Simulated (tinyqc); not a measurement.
## Line constants from open and short measurements

Question. A uniform line of length len, under a quarter wavelength, has Z_open = Zc coth(gamma len) and Z_short = Zc tanh(gamma len); gamma Zc = r + i w l and gamma/Zc = g + i w c, w = 2 pi f. Find r, l and c.

Parameters, values chosen for the exercise:
```
symbol,value,unit,meaning
len,0.77,mm,length
f,0.29,GHz,frequency
```

Zin with the far end open = 9.8685-4327.7853i ohm
Zin with the far end shorted = 3.6381250+0.3686828i ohm

Solution. The product of the two impedances is Zc^2 and their ratio tanh^2(gamma len); the principal branch holds below a quarter wavelength.

r = 4.72 ohm/mm
l = 0.263 nH/mm
c = 165 pF/m

tinyqc, about 0.01 s, one thread, Intel Xeon 2.30GHz (shared host): `OMP_NUM_THREADS=1 python tinyqc.py 2810223 2810224 out.jsonl`
